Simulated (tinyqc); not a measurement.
# Drift layer from breakdown voltage and on-resistance

Inverse problem. An ideal drift layer with a triangular field at breakdown has BV = Ec W/2, N = eps0 eps_r Ec/(q W) and Ron = W/(q mu N). Find Ec, W and N.

Parameters, values chosen for the exercise:
```
symbol,value,unit,meaning
eps_r,11.7,,relative permittivity
mu,1300,cm^2/(V s),electron mobility of the drift layer
```

Constants: q = 1.602176634e-19 C, eps0 = 8.8541878128e-14 F/cm where lengths are in cm. Results are converted to the units shown.

BV = 881.03127 V
Ron = 212.20727 mohm cm^2

Answer. Eliminating W and N gives Ron = 4 BV^2/(eps0 eps_r mu Ec^3), which yields Ec.

Ec = 221.5 kV/cm
W = 79.56 um
N = 1.800e14 cm^-3

Program tinyqc, `OMP_NUM_THREADS=1 python tinyqc.py 2120046 2120047 out.jsonl`; Intel Xeon 2.30GHz, shared host, one thread, about 0.06 s.
